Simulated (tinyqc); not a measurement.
Comparisons within one model: periodic multilayer mirror for extreme ultraviolet light. A value that a table varies takes the place of the one given here.

s polarisation, vacuum above. q_j = sqrt(N_j^2 - sin^2 theta); interface r_jk = (q_j - q_k)/(q_j + q_k) exp(-2 (2 pi/lam)^2 q_j q_k sg^2) (Nevot-Croce; sg = 0 if not given); phase factor of a layer x_j = exp(4 pi i q_j d_j/lam). Each period has the spacer (thickness (1 - Gm) L) on top of the absorber (Gm L). In this recursion R is the amplitude; R in tables and results is the reflectance, its squared modulus. The substrate is of the spacer material. Starting with R = 0 in it, each interface upward gives R -> (r + R x)/(1 + r R x), x that of the layer below the interface (1 for the substrate).

Values chosen for the exercise (optical constants near those of Mo and Si at 13.5 nm; the results hold for these values, not for the real material): lam = 13.5 nm (wavelength); dA = (0.079, 0.00686) (delta and beta of the absorber, N = 1 - delta + i beta); dS = (0.0009, 0.00183) (delta and beta of the spacer and the substrate); L = 7 nm (period); Gm = 0.45 (absorber share of the period); theta = 6 degrees (angle from the normal); sg = 0.5 nm (interface roughness); Np = 40 (periods).

## Number of periods

The last column sets both beta to zero.

Reflectance:

| periods | R | R without absorption |
|---|---|---|
| 5 | 0.106 | 0.121 |
| 10 | 0.307 | 0.383 |
| 15 | 0.476 | 0.629 |
| 20 | 0.583 | 0.797 |
| 30 | 0.675 | 0.946 |
| 40 | 0.698 | 0.986 |
| 50 | 0.704 | 0.997 |
| 60 | 0.706 | 0.999 |
| 80 | 0.706 | 1.000 |
| 100 | 0.706 | 1.000 |

What does this show, and why?

R reaches 0.698 at 40 periods and 0.706 at 100; it stays within 0.01 of the last value from 40 periods on. Without absorption the last value is 1.000: absorption, not the count of layers, caps the mirror, and the roughness, which weakens each reflection, lowers that cap further.

## Wavelength

The optical constants are held fixed.

Reflectance:

| lam (nm) | R |
|---|---|
| 12.9 | 0.120 |
| 13.0 | 0.132 |
| 13.1 | 0.366 |
| 13.2 | 0.543 |
| 13.3 | 0.632 |
| 13.4 | 0.678 |
| 13.5 | 0.698 |
| 13.6 | 0.689 |
| 13.7 | 0.617 |
| 13.8 | 0.351 |
| 13.9 | 0.068 |
| 14.0 | 0.146 |
| 14.1 | 0.086 |
| 14.2 | 0.018 |
| 14.3 | 0.050 |

What can be read from the table?

The largest value listed is 0.698 at 13.5 nm, against lam_B = 2 L Re(mean q) = 13.416 nm; the peak lies on the long side, where the nodes of the standing wave fall in the absorber. R exceeds half of that from 13.1 to 13.8 nm of the wavelengths listed, at least 5.1 % of the wavelength; a chain of ten mirrors narrows it, since R^10 falls to half where R has lost only 7 %.

## Absorber share

For each Gm the period is set so that lam_B = 2 L Re(mean q) equals lam - 0.09 nm.

Results:

| Gm | L (nm) | R |
|---|---|---|
| 0.15 | 6.829 | 0.449 |
| 0.20 | 6.857 | 0.571 |
| 0.25 | 6.884 | 0.642 |
| 0.30 | 6.912 | 0.679 |
| 0.35 | 6.940 | 0.696 |
| 0.40 | 6.968 | 0.702 |
| 0.45 | 6.997 | 0.699 |
| 0.50 | 7.026 | 0.689 |
| 0.60 | 7.084 | 0.647 |
| 0.70 | 7.143 | 0.566 |

How do the results move?

The largest value listed is 0.702 at 0.4. The contrast of a period goes as sin(pi Gm) and is largest at 0.5, while the loss grows with Gm; R is 0.689 at 0.5, 0.679 at 0.3 and 0.566 at 0.7. Absorption pulls the best share below 0.5.

## Angle of incidence

Results:

| theta (degrees) | lam_B (nm) | R |
|---|---|---|
| 0 | 13.495 | 0.684 |
| 2 | 13.487 | 0.686 |
| 4 | 13.460 | 0.692 |
| 6 | 13.416 | 0.698 |
| 8 | 13.354 | 0.698 |
| 10 | 13.274 | 0.674 |
| 12 | 13.177 | 0.561 |
| 14 | 13.063 | 0.155 |
| 16 | 12.931 | 0.155 |
| 18 | 12.782 | 0.044 |
| 20 | 12.616 | 0.070 |

How do the results move?

lam_B = 2 L Re(mean q) falls with the angle, from 13.495 to 12.616 nm; the largest value listed is 0.698 at 6 degrees. R stays above 90 % of that value at 0, 2, 4, 6, 8 and 10 degrees, which bounds the cone of light that a mask or mirror with this period accepts.

## Tolerances

R of the mirror, and R^10 for a chain of ten such mirrors. Each row changes one parameter from the base and keeps the others.

Results:

| case | R | R^10 |
|---|---|---|
| base | 0.6983 | 0.0276 |
| L = 7.04 nm | 0.6855 | 0.0229 |
| Gm = 0.49 | 0.6914 | 0.0249 |
| theta = 8 degrees | 0.6978 | 0.0274 |
| sg = 0.7 nm | 0.6686 | 0.0178 |
| dA = (0.079, 0.00823) | 0.6674 | 0.0175 |
| lam = 13.55 nm | 0.6984 | 0.0276 |

How do the results move?

The largest shifts from the base row, up to three for each result and ties (the steps differ in size, so this ranks the rows, not the parameters). R: dA -0.0310, sg -0.0297, L -0.0128. R^10: dA -0.0101, sg -0.00974, L -0.00466; unchanged at the printed digits by lam.

Program tinyqc; command `OMP_NUM_THREADS=1 python tinyqc.py 1650291 1650292 out.jsonl`; about 0.01 s on one thread of a shared Intel(R) Xeon(R) Processor @ 2.30GHz.
